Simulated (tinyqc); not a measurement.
Inside a calculation. Model: circular transfer-length structure.

Computed by the program tinyqc: `OMP_NUM_THREADS=1 python tinyqc.py 2760120 2760121 out.jsonl`, one thread of a shared Intel Xeon 2.30GHz, about 0.01 s for the whole run. Printed values are rounded.

A disc contact of radius r0 and a very wide ring contact from r1 = r0 + sp outwards lie on a thin layer; the metal has no resistance and the sheet resistance under the contacts equals Rsh.

Values chosen for this exercise: sheet resistance of the semiconductor layer Rsh = 75 ohm/sq; specific contact resistivity rc = 3.6e-9 ohm cm^2; radius of the inner contact r0 = 0.26 um; gap between the contacts sp = 0.19 um.

## The three parts of the resistance

Transfer length Lt = sqrt(rc/Rsh). R = (Rsh/2 pi) [(Lt/r0) I0(r0/Lt)/I1(r0/Lt) + ln(r1/r0) + (Lt/r1) K0(r1/Lt)/K1(r1/Lt)] with modified Bessel functions; for r0 >> Lt both ratios tend to 1.

Lt = 0.0692820 um
I0/I1 = 1.17193
K0/K1 = 0.930762
inner contact = 3.72761 ohm
gap = 6.54802 ohm
outer contact = 1.71052 ohm
R = 11.9861 ohm

The contacts make up 45.4 % of R.

## The large-radius form

Transfer length Lt = sqrt(rc/Rsh). R = (Rsh/2 pi) [(Lt/r0) I0(r0/Lt)/I1(r0/Lt) + ln(r1/r0) + (Lt/r1) K0(r1/Lt)/K1(r1/Lt)] with modified Bessel functions; for r0 >> Lt both ratios tend to 1. Large radius: R = (Rsh/2 pi) [Lt (1/r0 + 1/r1) + ln(r1/r0)], and linearised for sp << r0: Rsh (sp + 2 Lt)/(2 pi r0).

large-radius R = 11.5665 ohm
linearised R = 15.0844 ohm

Against the Bessel form the first is 3.5 % below it and the second 26 % above it.
